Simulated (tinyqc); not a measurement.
Plane-wave Kohn-Sham cycle with exchange-only LDA in a layered model solid, step by step. One step of it, computed by the program tinyqc.

Task: Iteration 1: levels at that k. Diagonalise the Hermitian matrix.

H (hartree):
```
           -3         -2         -1         +0         +1         +2         +3
-3   1.748916  -0.150000   0.000000   0.000000   0.000000   0.000000   0.000000
-2  -0.150000   0.655331  -0.150000   0.000000   0.000000   0.000000   0.000000
-1   0.000000  -0.150000  -0.000820  -0.150000   0.000000   0.000000   0.000000
+0   0.000000   0.000000  -0.150000  -0.219537  -0.150000   0.000000   0.000000
+1   0.000000   0.000000   0.000000  -0.150000  -0.000820  -0.150000   0.000000
+2   0.000000   0.000000   0.000000   0.000000  -0.150000   0.655331  -0.150000
+3   0.000000   0.000000   0.000000   0.000000   0.000000  -0.150000   1.748916
```

Give: eigenvalues.

Result:

eigenvalues (hartree): -0.3552  -0.0341  0.0990  0.6681  0.6707  1.7693  1.7693
